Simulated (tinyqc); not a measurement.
# Worked calculation: frequency dispersion of an accumulation capacitance by border traps, distributed model

tinyqc, about 0.5 s, one thread, Intel Xeon 2.30GHz (shared host): `OMP_NUM_THREADS=1 python tinyqc.py 2202064 2202065 out.jsonl` Printed values are rounded.

Traps spread evenly through the insulator exchange electrons with the semiconductor by tunnelling, with tau(x) = t0 exp(2 ka x) at depth x from the interface. The admittance per area Y seen at depth x obeys dY/dx = -Y^2/(i w eps0 eox) + q Nb ln(1 + i w tau)/tau, with Y(0) = i w Cs and w = 2 pi f; the gate sees Y(tox) = G + i w C. Working variable y = Y/(i w), in uF/cm^2. Cox = eps0 eox/tox.

Values chosen for this exercise; permittivity close to that of zirconium oxide:
- eox = 22.2 (relative permittivity of the insulator)
- tox = 8.6 nm (insulator thickness)
- Cs = 2.4 uF/cm^2 (semiconductor capacitance in accumulation)
- Nb = 2.2e19 cm^-3 eV^-1 (density of border traps)
- ka = 3.3 1/nm (decay constant of the wave function in the insulator)
- t0 = 7e-9 s (time constant of a trap at the interface)
- f = 1e5 Hz (frequency)
- xe = 1.6 nm (depth down to which the steps are taken)

Constants: q = 1.602176634e-19 C, eps0 = 8.8541878128e-14 F/cm where lengths are in cm. Results are converted to the units shown.

## Scales and lumped estimate

Cox; trap-free value 1/(1/Cox + 1/Cs); response depth d = ln(1/(w t0))/(2 ka), where w tau = 1; lumped estimate: all traps within d act as C_bt = q Nb d placed at d/2, so C = 1/{1/[1/(1/Cs + d/(2 eps0 eox)) + C_bt] + (tox - d/2)/(eps0 eox)}.

Cox = 2.28562 uF/cm^2
trap-free C = 1.17071 uF/cm^2
d = 0.822205 nm
C_bt = 0.289810 uF/cm^2
lumped C = 1.24233 uF/cm^2

The traps within reach amount to 0.121 Cs and lie in the first 9.56 % of the insulator.

## Midpoint steps through the active depth

In terms of y: dy/dx = -y^2/(eps0 eox) + s(x), s = q Nb ln(1 + z)/z, z = i w tau. 8 midpoint steps of h = xe/8: y_half = y + (h/2) y'(x, y), y(new) = y + h y'(x + h/2, y_half).

```
point  x (nm)    s (uF/(cm^2 nm))       y (uF/cm^2)
0           0  0.352477-0.000775i  2.40000+0.00000i
1         0.2  0.352447-0.002901i  2.41160-0.00030i
2         0.4  0.352034-0.010842i  2.42262-0.00139i
3         0.6  0.346417-0.039617i  2.43280-0.00544i
4         0.8  0.290732-0.113720i  2.43866-0.01933i
5           1  0.138548-0.132911i  2.42173-0.04595i
6         1.2  0.043346-0.072717i  2.37879-0.06391i
7         1.4  0.012049-0.029670i  2.32705-0.07007i
8         1.6  0.003252-0.010669i  2.27449-0.07032i
```

## Capacitance and conductance at the gate

y at xe = 2.27449-0.07032i uF/cm^2

Beyond xe the traps are ignored, so 1/y(tox) = 1/y(xe) + (tox - xe)/(eps0 eox); C = Re y, G/w = -Im y, loss tangent G/(w C).

y at the gate = 1.25693-0.02146i uF/cm^2
C = 1.25693 uF/cm^2
G/w = 0.0214621 uF/cm^2
loss tangent = 0.0170751

A fine integration over the whole insulator gives C = 1.2573 and G/w = 0.02204 uF/cm^2; the coarse G/w is 2.6 % below that. The fine C is 7.4 % above the trap-free value, and the lumped estimate is 1.2 % below the fine result.
